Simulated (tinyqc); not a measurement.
From results back to parameters: band gaps under pressure and temperature from deformation potentials. Two cases, with inputs chosen for the exercise.

Problem. A gap falls from its value at 0 K by aV T^2/(T + bV). The falls at two temperatures are given.

Case 1.

Values chosen (out of a larger set: near those of GaSb, the X and L potentials typical of such crystals; not measured data): T12 = (77, 150) K (two temperatures).

falls at the two temperatures (meV): 11.319000  31.835106

Case 2.

Values chosen (out of a larger set: near those of InAs, the X and L potentials typical of such crystals; not measured data): T12 = (150, 200) K (two temperatures).

falls at the two temperatures (meV): 26.830544  39.446367

Find: T^2/fall; aV; bV.

Solution. T^2/fall = (T + bV)/aV is a straight line in T with slope 1/aV and intercept bV/aV.

Case 1.

T^2/fall (K^2/meV): 523.8  706.8

aV = 0.399 meV/K
bV = 132 K

Case 2.

T^2/fall (K^2/meV): 838.6  1014.0

aV = 0.285 meV/K
bV = 89 K

Computed by tinyqc, one run a case: `OMP_NUM_THREADS=1 python tinyqc.py N N+1 out.jsonl` with N = 1050714, 1050791; one thread of a shared Intel(R) Xeon(R) Processor @ 2.30GHz, about 0.01 s a run at most.
